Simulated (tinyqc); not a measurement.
## Electron continuity equation in a given potential, Scharfetter-Gummel discretisation: current and errors against the applied potential

Steady state in one dimension: J = q mu n E + q D dn/dx with E = -dpsi/dx and D = mu Vt, dJ/dx = q (n/tau - G), fixed densities nL and nR at the ends. The potential is given, psi = U (x/L)^2, and is not changed by the electrons.

9 equal intervals. Fluxes J_i = (q D/h)(n_(i+1) P_i - n_i Q_i), d_i = (psi_(i+1) - psi_i)/Vt: Scharfetter-Gummel P = B(d), Q = B(-d), B(d) = d/(exp(d) - 1); central P = 1 - d/2, Q = 1 + d/2; upwind P = 1 + max(-d, 0), Q = 1 + max(d, 0). Balance at each inner node: J_i - J_(i-1) = q h (n_i/tau - G). The reference is Scharfetter-Gummel on 4000 intervals or more. Errors are those of J on the first interval against the reference at its midpoint; errors under 1e-6 % are printed as 0.

Values chosen for this exercise; mobility close to that of gallium arsenide at room temperature: temperature T = 350 K; electron mobility mu = 8040 cm^2/(V s); length of the region L = 0.19 um; density at x = 0 nL = 1.9e13 cm^-3; density at x = L nR = 0 cm^-3; lifetime tau = 4.2e-13 s; uniform generation rate G = 4.2e24 cm^-3 s^-1.

Constants: q = 1.602176634e-19 C, kB = 1.380649e-23 J/K, Vt = kB T/q. Results are converted to the units shown.

Result of one run:
columns A: largest |d|; B: reference J (A/cm^2); C: SG error (%); D: central error (%); E: upwind error (%); F: most negative central n (cm^-3), 0 if none
```
A             B         C        D     E  F
0.09742  -60.65  -9.08e-3  -0.0203  1.17  0
```

Which potential difference psi(L) - psi(0) U gave this result: -0.014, -0.054, -0.41, -0.6 or -1.2 V?

U = -0.014 V.

The whole series:
columns A: U (V); B: largest |d|; C: reference J (A/cm^2); D: SG error (%); E: central error (%); F: upwind error (%); G: most negative central n (cm^-3), 0 if none
```
A             B        C         D        E     F  G
-0.014  0.09742   -60.65  -9.08e-3  -0.0203  1.17  0
-0.054   0.3758   -49.08    -0.164   -0.387  5.40  0
-0.14    0.9742   -31.84    -0.202    -1.69  15.5  0
-0.27     1.879   -19.90     0.159    -2.93  24.0  0
-0.41     2.853   -13.46     0.820    -5.27  33.4  0
-0.6      4.175   -8.271      2.21    -10.9  53.7  0
-0.81     5.636   -4.660      4.85    -23.0  95.0  0
-1.2      8.350  -0.5719      41.9     -273   762  0
```

The reference current rises from -60.7 to -0.572 A/cm^2. The largest errors in size are 42 % (Scharfetter-Gummel), 270 % (central) and 760 % (upwind).

Range of the model: The drift velocity mu E exceeds 1e7 cm/s somewhere, where real mobilities no longer stay constant.

tinyqc, about 0.01 s, one thread, Intel Xeon 2.30GHz (shared host): `OMP_NUM_THREADS=1 python tinyqc.py 2220062 2220063 out.jsonl`
